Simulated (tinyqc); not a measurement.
Bias-temperature instability from a Gaussian distribution of capture and emission barriers: one step, computed by the program tinyqc. Command: `OMP_NUM_THREADS=1 python tinyqc.py 3011416 3011417 out.jsonl bti walk`. One thread of a shared host (Intel(R) Xeon(R) Processor @ 2.30GHz), about 0.01 s of CPU time with the checks.

Each trap has a capture time tau_0 exp(E_c/(k_B T)) under stress and an emission time tau_0 exp(E_e/(k_B T)) after it. E_c is Gaussian, and E_e = E_c + d with d Gaussian and independent. A trap counts as filled once t_s exceeds its capture time and as emptied once t_r exceeds its emission time.

Problem. Lifetime. Demarcation energies E_s = k_B T ln(t_s/tau_0), E_r = k_B T ln(t_r/tau_0); mean barrier mu = mu_c - k_F F; z = (E_s - mu)/sigma_c; Phi is the standard normal distribution. Temperatures in kelvin are T(C) + 273.15. Solve V_max Phi(z) = criterion for t_s; the power-law extrapolation from the stress point is t_s (criterion/dV0)^(1/n); 1 year = 3.15576e7 s.

Inputs (values chosen for the exercise, for a model p-channel transistor):
```
quantity,value,unit
shift with all traps filled V_max,250,mV
spread of capture barriers sigma_c,0.31,eV
time constant tau_0,4e-09,s
temperature T,60,C
stress time t_s,10,s
failure criterion,50,mV
```

mean barrier mu = 1.2388 eV

shift without recovery dV0 = 5.794717 mV

time exponent n = 0.2191339

Constants: k_B = 8.617333262e-05 eV/K.

Give: log10 of the lifetime in s; log10 of the power-law estimate in s.

Solution.

log10 of the lifetime in s = 6.395

log10 of the power-law estimate in s = 5.271

The power law gives a time shorter by 1.12 decades, since n falls as traps fill; ten years is log10 = 8.50.
